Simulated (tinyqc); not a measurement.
Two-dimensional dopant profile at a mask edge: lateral junction, overlap and effective channel length: one step, computed by the program tinyqc.

Ions enter for y < 0; the mask (spacer, then gate) covers y > 0. x is the depth. The surface reflects dopant during the anneal.

Task: Junction contour. Widths s_x^2 = (vertical straggle)^2 + 2 D t, s_y^2 = (lateral straggle)^2 + 2 D t. C(x, y) = V(x) (1/2) erfc(y/(sqrt2 s_y)), V(x) = Q/(sqrt(2 pi) s_x) [exp(-(x - R_p)^2/(2 s_x^2)) + exp(-(x + R_p)^2/(2 s_x^2))]; 1 nm = 1e-7 cm. The lateral junction at depth x solves C = C_B: y_j(x) = sqrt2 s_y erfc^-1(2 C_B/V(x)). Depths are 0, 0.15, 0.3, 0.45, 0.6, 0.75, 0.9 and 0.97 of x_j.

Inputs (values chosen for the exercise, modelled on a source-drain extension in silicon): dose Q = 6.4e+14 1/cm^2; projected range R_p = 3.7 nm; channel doping C_B = 3.5e+17 1/cm^3.

vertical junction x_j = 19.24164 nm

s_x = 4.011234 nm

s_y = 3.979950 nm

Give: Contour.

Result:

Contour:

| x/x_j | x (nm) | V (1/cm^3) | y_j (nm) |
|---|---|---|---|
| 0.00 | 0.00 | 8.319e+20 | 13.29 |
| 0.15 | 2.89 | 7.889e+20 | 13.23 |
| 0.30 | 5.77 | 5.961e+20 | 12.92 |
| 0.45 | 8.66 | 3.020e+20 | 12.12 |
| 0.60 | 11.54 | 9.449e+19 | 10.66 |
| 0.75 | 14.43 | 1.779e+19 | 8.20 |
| 0.90 | 17.32 | 2.002e+18 | 3.72 |
| 0.97 | 18.66 | 6.050e+17 | -0.79 |

The contour reaches furthest, 13.29 nm, at x/x_j = 0 among these rows, at the surface. It crosses the mask edge where V = 2 C_B. Caution: the peak exceeds usual solubilities, so part of the dose is inactive and diffusion is concentration dependent.
